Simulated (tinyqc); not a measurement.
Energy against coordination: Gupta-type many-body potential for a metal. Computed by tinyqc, a small Python program. Command: `OMP_NUM_THREADS=1 python tinyqc.py 3023810 3023811 out.jsonl gupta walk`. One thread of a shared host (Intel(R) Xeon(R) Processor @ 2.30GHz), about 0.01 s of CPU time with the checks.

E_i = sum_j A exp(-p (r_ij/r0 - 1)) - xi rho_i^gamma, with rho_i = sum_j exp(-2 q (r_ij/r0 - 1)); gamma = 1/2 is the tight-binding second-moment form. The crystal is fcc unless stated; d is the neighbour distance and a fixed number of shells is kept.

Inputs (values chosen for the exercise, modelled on gold):
```
quantity                  value      unit
repulsion A               0.204        eV
hopping xi                 1.72        eV
decay p                    10.4         -
decay q                    4.14         -
reference distance r0     2.884  angstrom
embedding exponent gamma    0.5         -
```

Method. Nearest neighbours only, z equal bonds relaxed to their best length: r/r0 = 1 + ln[A p z^(1 - gamma)/(2 q gamma xi)]/(p - 2 q gamma), E = z A exp(-p (r/r0 - 1)) - xi [z exp(-2 q (r/r0 - 1))]^gamma.

Relaxed bonds:
```
z   r (angstrom)  E per atom (eV)  E/z (eV)
1         2.3262          -2.3059   -2.3059
2         2.4858          -2.5931   -1.2966
3         2.5792          -2.7774   -0.9258
4         2.6455          -2.9160   -0.7290
6         2.7389          -3.1233   -0.5205
8         2.8052          -3.2792   -0.4099
9         2.8323          -3.3452   -0.3717
12        2.8986          -3.5122   -0.2927
```

What follows from these numbers?

Bonds lengthen from 2.326 to 2.899 angstrom between z = 1 and 12, and |E| grows as z^0.169, the exponent gamma (p - 2q)/(p - 2 q gamma) = 0.169; pair bonds would give z^1 at a fixed length.

Extremes, crossings and ranges named in words are read from the listed rows.
